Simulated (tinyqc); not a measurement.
Changing the second-pair interaction V2: cluster expansion of a binary alloy: correlations, fit, cross-validation and ground states. Computed by tinyqc, a small Python program. Command: `OMP_NUM_THREADS=1 python tinyqc.py 3018664 3018665 out.jsonl clex sweep`. One thread of a shared host (Intel(R) Xeon(R) Processor @ 2.30GHz), about 0.09 s of CPU time with the checks.

s = +1 for A and -1 for B. Energy per site E = J0 + J1 P(point) + sum over clusters of m V P, with P the mean product of spins; V > 0 on a pair favours unlike neighbours. Clusters per site m: pair 1 4, pair 2 3, pair 3 6, triplet 12; the triplet is two first-neighbour bonds closed by a second-neighbour bond. Formation energies are counted from the line between pure A and pure B, which removes J0 and J1.

Inputs (values chosen for the exercise, for a model alloy):
```
quantity                   value      unit
first-pair interaction V1   8.93       meV
third-pair interaction V3    1.2       meV
triplet interaction Vt       1.5       meV
noise amplitude             0.47  meV/site
temperature T                940         K
fraction x of B             0.82         -
```

Lattice: bcc.

correlations P, counted on periodic cells:
```
                      point     pair 1     pair 2     pair 3    triplet
A                  1.000000   1.000000   1.000000   1.000000   1.000000
A3B D0_3           0.500000   0.000000   0.000000   1.000000  -0.500000
A3B (001) layers   0.500000   0.000000   0.666667   0.333333   0.166667
A2B C11_b          0.333333  -0.333333   0.555556   0.111111  -0.111111
AB B2              0.000000  -1.000000   1.000000   1.000000   0.000000
AB B32             0.000000   0.000000  -1.000000   1.000000   0.000000
A2B2 B11           0.000000   0.000000   0.333333  -0.333333   0.000000
AB (110) layers    0.000000   0.000000  -0.333333  -0.333333   0.000000
AB2 C11_b         -0.333333  -0.333333   0.555556   0.111111   0.111111
AB3 D0_3          -0.500000   0.000000   0.000000   1.000000   0.500000
AB3 (001) layers  -0.500000   0.000000   0.666667   0.333333  -0.166667
B                 -1.000000   1.000000   1.000000   1.000000  -1.000000
```

standard normal numbers for the noise (0 for the pure ends): A 0.000, A3B D0_3 -0.541, A3B (001) layers -0.604, A2B C11_b 0.103, AB B2 1.658, AB B32 0.955, A2B2 B11 1.911, AB (110) layers -0.436, AB2 C11_b -0.597, AB3 D0_3 0.027, AB3 (001) layers 1.802, B 0.000

Constants: k_B = 8.617333262e-05 eV/K.

Method:
- Design matrix of formation energies: m (P - 1) for pairs and m (P(triplet) - P(point)) for the triplet; x = (1 - P(point))/2.
- Exact: X V with V = (V1, V2, V3, Vt). The data to fit add the noise amplitude times the normal numbers, standing for what the clusters leave out.
- Leave out pair 3: A = X^T X and b = X^T E (E being the data with noise) over these three columns; solve A V = b. The root-mean-square error runs over the structures between the pure ends.
- For each set, H = X (X^T X)^-1 X^T over the structures between the ends; residual e = E - H E; leave-one-out error e_i/(1 - H_ii); both as root mean squares.
- Height above the hull = E less the lowest straight line between two structures that bracket x (or the lowest structure at the same x). The three-term fit is X V with the fitted values.
- Random alloy: P(pair) = p^2, P(triplet) = p^3, p = 1 - 2x, so H_mix = (p^2 - 1) sum m V(pairs) + (p^3 - p) m Vt; G_mix = H_mix + k_B T [x ln x + (1 - x) ln(1 - x)]. To first order in 1/T the Warren-Cowley parameter of shell 1 is alpha_1 = -(1 - p^2) V_eff/(k_B T), V_eff = V1 + (number of triplets on a first-neighbour bond) p Vt, that number being 6.

One run for each value; columns: (1) second-pair interaction V2 (meV); (2) lowest exact formation energy (meV/site); (3) mixing enthalpy H_mix (meV/site); (4) leave-one-out error without pair 3 (meV/site):
```
(1)      (2)        (3)    (4)
-7.1  -71.44   -5.96304  6.799
-5.4  -71.44   -8.97408  6.799
-3.6  -71.44  -12.16224  6.799
-1.8  -71.44  -15.35040  6.799
0.0   -71.44  -18.53856  6.799
1.8   -71.44  -21.72672  6.799
3.6   -71.44  -24.91488  6.799
5.4   -71.44  -28.10304  6.799
7.1   -78.32  -31.11408  6.799
```

Describe the trends.

Over the rows, lowest exact formation energy (meV/site) falls from -71.4 to -78.3, flat over part of the range; mixing enthalpy H_mix (meV/site) falls from -5.96 to -31.1; leave-one-out error without pair 3 (meV/site) does not change.

Extremes, crossings and ranges named in words are read from the listed rows.
